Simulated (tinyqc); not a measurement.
# From single traps to 1/f noise

4 half-filled traps with time constants tau_j = 1.2e-7 s times 10^(2 j), j = 0..3, each shift the threshold by a = 0.645 uV when filled and give the Lorentzian a^2 tau/(1 + (2 pi f tau)^2). For time constants spread evenly in ln tau the sum tends to a^2/(4 f ln(10^2)). slope = d ln S/d ln f.

Results:

| f (Hz) | S (uV^2/Hz) | 1/f limit (uV^2/Hz) | slope | j of the largest term |
|---|---|---|---|---|
| 0.01 | 0.05042 | 2.258 | -1.126e-4 | 3 |
| 0.1 | 0.05015 | 0.2258 | -0.01119 | 3 |
| 1 | 0.03233 | 0.02258 | -0.7136 | 3 |
| 1000 | 1.373e-5 | 2.258e-5 | -1.252 | 2 |
| 30000 | 8.760e-7 | 7.528e-7 | -1.581 | 1 |
| 1e6 | 3.272e-8 | 2.258e-8 | -0.7594 | 0 |
| 1e7 | 8.719e-10 | 2.258e-9 | -1.966 | 0 |
| 1e8 | 8.869e-12 | 2.258e-10 | -2.000 | 0 |

Estimate the missing row, f = 30 Hz.

Computed row:

| f (Hz) | S (uV^2/Hz) | 1/f limit (uV^2/Hz) | slope | j of the largest term |
|---|---|---|---|---|
| 30 | 5.774e-4 | 7.528e-4 | -0.4168 | 2 |

With this row back in the table: Below the slowest trap (1/(2 pi tau) = 1.3 Hz) the spectrum is flat, slope 0.00 in the first row; above the fastest (1.3e6 Hz) the slope tends to -2 (-2.00 in the last row). In between, at 30, 1000 and 30000 Hz, the slopes are -0.42, -1.25 and -1.58, and S is 39 % below the 1/f limit at 1000 Hz.

tinyqc, about 0.01 s, one thread, Intel Xeon 2.30GHz (shared host): `OMP_NUM_THREADS=1 python tinyqc.py 2150056 2150057 out.jsonl`
